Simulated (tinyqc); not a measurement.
# Capacitance measurement on a leaky thin oxide: effects of series resistance and leakage: two studies

The device is a capacitance C in parallel with a leakage conductance G, in series with Rs and Ls. An impedance meter reports either a parallel pair (Cp, Gp) from Y = 1/Z = Gp + i w Cp or a series pair (Cs, Rm) from Z = Rm + 1/(i w Cs); w = 2 pi f, dissipation D = Gp/(w |Cp|).

Inputs (values chosen for the exercise); values of the order met in thin-oxide MOS capacitors:
- eox = 9.09 (relative permittivity of the gate insulator (close to aluminium oxide))
- tox = 4.2 nm (insulator thickness)
- A = 400 um^2 (gate area)
- zc = 0.55 nm (oxide-equivalent thickness added by the accumulation layer)
- zp = 0.23 nm (oxide-equivalent thickness added by gate depletion)
- Jg = 0.00089 A/cm^2 (gate leakage current density, not matched to the thickness)
- Vs = 0.38 V (voltage for an e-fold rise of the leakage)
- Rs = 8.5 ohm (series resistance)
- Ls = 0 nH (series inductance)
- f = 2e5 Hz (measuring frequency)

Constants: eps0 = 8.8541878128e-14 F/cm where lengths are in cm. Results are converted to the units shown.

Each table varies one quantity; the others keep the values above.

## Readings against frequency

EOT = 3.9 tox/eox; CET = EOT + zc + zp; C = 3.9 eps0 A/CET; G = Jg A/Vs. Z = Rs + i w Ls + 1/(G + i w C); CET read from Cp = 3.9 eps0 A/Cp; errors under 0.001 % are printed as 0.

The same in every row: C (pF) = 5.350.

Readings against frequency:
```
f (Hz)  Cp (pF)  Cs (pF)         D  error of Cp (%)  error of Cs (%)  CET read from Cp (nm)
1000      5.350    5.765    0.2787                0             7.77                  2.582
3000      5.350    5.396   0.09291                0            0.863                  2.582
10000     5.350    5.354   0.02787                0           0.0777                  2.582
30000     5.350    5.350  0.009299                0          8.63e-3                  2.582
1e5       5.350    5.350  0.002816                0                0                  2.582
3e5       5.350    5.350  0.001015                0                0                  2.582
1e6       5.350    5.350  5.644e-4                0                0                  2.582
3e6       5.350    5.350  9.500e-4                0                0                  2.582
1e7       5.350    5.350  0.002885                0                0                  2.582
3e7       5.349    5.350  0.008580         -7.36e-3                0                  2.582
```

Read the table: what changes, and by how much?

D goes from 0.279 through a minimum of 5.64e-4 (at f = 1e6 Hz among the rows listed) to 0.00858; without inductance its minimum lies at f = sqrt(G (1 + G Rs)/Rs)/(2 pi C) = 9.88e5 Hz. The error of Cp goes from 0 to -0.00736 % and that of Cs from 7.77 to 0 %; at low frequency Cp tends to C/(1 + G Rs)^2 and Cs grows as 1 + (G/(w C))^2. One of the two readings is within 2 % of C for f = 1000, 3000, 10000, 30000, 1e5, 3e5, 1e6, 3e6, 1e7, 3e7 Hz.

## Effect of the gate leakage current density, not matched to the thickness

Same model as above.

The same in every row: C (pF) = 5.350.

Results:
```
Jg (A/cm^2)  Cp (pF)  Cs (pF)         D  error of Cp (%)  error of Cs (%)  CET read from Cp (nm)
1e-5           5.350    5.350  7.280e-5                0                0                  2.582
0.0001         5.350    5.350  2.137e-4                0                0                  2.582
0.001          5.350    5.350  0.001623                0                0                  2.582
0.02           5.350    5.355   0.03137                0           0.0981                  2.582
0.2            5.349    5.874    0.3132         -3.58e-3             9.81                  2.582
2              5.348    57.81     3.132          -0.0358              981                  2.583
300            5.074  1.180e6     482.4            -5.16           2.21e7                  2.722
```

Estimate the missing row, Jg = 30 A/cm^2.

Computed row:
```
Jg (A/cm^2)  Cp (pF)  Cs (pF)      D  error of Cp (%)  error of Cs (%)  CET read from Cp (nm)
30             5.321  1.181e4  47.10           -0.535           2.21e5                  2.596
```

With this row back in the table: As Jg goes from 1e-5 to 300, the error of Cp goes from 0 to -5.16 %, that of Cs from 0 to 2.21e7 %, and D rises from 7.28e-5 to 482. The CET read from Cp goes from 2.58 to 2.72 nm against the true 2.58 nm. For Jg = 2, 30, 300 D exceeds 1, where the accuracy of real meters degrades in proportion to sqrt(1 + D^2).

Program tinyqc, `OMP_NUM_THREADS=1 python tinyqc.py 2022005 2022006 out.jsonl`; Intel Xeon 2.30GHz, shared host, one thread, about 0.01 s.
